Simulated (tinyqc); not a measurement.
Koster-Slater impurity in a tight-binding band, by Green functions and by supercells: one step, computed by the program tinyqc. Command: `OMP_NUM_THREADS=1 python tinyqc.py 3002686 3002687 out.jsonl kosterslater walk`. One thread of a shared host (Intel(R) Xeon(R) Processor @ 2.30GHz), about 0.04 s of CPU time with the checks.

One orbital per site, e(k) = -2 t sum cos(k_i) over 3 direction(s), band from -6 t to 6 t, lattice constant 1. One site has the extra energy U. Spin is left out.

Task: The level in the supercell. In a periodic cell of N sites along each direction with Bloch vector K, the level solves 1/U = N^-d sum_k 1/(E - e(k)), k_i = (2 pi m_i + K_i)/N, m_i = 0..N-1; the outermost root on the side of U is taken (bisection). d is the number of directions. Gamma means K_i = 0, the zone corner K_i = pi, the quarter point K_i = pi/2. The error is measured against the isolated level E_b.

Inputs (values chosen for the exercise, for a model band): hopping t = 1.4 eV; impurity potential U = -10.7 eV; supercell edge N = 3 sites.

Lattice: simple cubic.

level E_b = -11.86345 eV

Give: level at Gamma; level at the corner; level at the quarter point; error at Gamma; width between Gamma and the corner.

Result:

level at Gamma = -12.06 eV

level at the corner = -11.68 eV

level at the quarter point = -11.86 eV

error at Gamma = -0.1974 eV

width between Gamma and the corner = 0.3763 eV

Images turn the level into a band 0.376 eV wide; the quarter point misses the isolated level by 0.0011 eV, far less than Gamma, because the leading hopping between images averages out there.
